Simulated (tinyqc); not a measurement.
From results back to parameters: polytypes by hexagonality, and a cubic inclusion as a quantum well. Two cases, with inputs chosen for the exercise.

Problem. A square well of depth V with masses m_w inside and m_b outside (first and second entry of m) binds its lowest level at the given depth below the barrier: k tan(k L/2) = (m_w/m_b) q, k = sqrt(m_w E/c), q = sqrt(m_b (V - E)/c), c = hbar^2/2m0. How many double layers wide is it?

Constants: hbar^2/2m0 = 3.80998211 eV angstrom^2.

Find: k; q; L; N.

Method. L = (2/k) arctan((m_w/m_b) q/k), and N = L/d.

Case 1.

Values chosen (out of a larger set: of the order of those of SiC; not measured data): m = (0.3, 0.322) m0 (electron mass along c in the cubic layer and in the host); d = 2.527 angstrom (thickness of a double layer).

V = 0.89850 eV
depth V - E = 0.26883 eV

Solution.

k = 0.2227 1/angstrom
q = 0.1507 1/angstrom
L = 5.05 angstrom
N = 2.0

Case 2.

Values chosen (out of a larger set: of the order of those of InP; not measured data): m = (0.084, 0.085) m0 (electron mass along c in the cubic layer and in the host); d = 3.391 angstrom (thickness of a double layer).

V = 0.09300 eV
depth V - E = 0.01563 eV

Solution.

k = 0.0413 1/angstrom
q = 0.0187 1/angstrom
L = 20.35 angstrom
N = 6.0

Computed by tinyqc, one run a case: `OMP_NUM_THREADS=1 python tinyqc.py N N+1 out.jsonl` with N = 1881264, 1881268; one thread of a shared Intel(R) Xeon(R) Processor @ 2.30GHz, about 0.04 s a run at most.
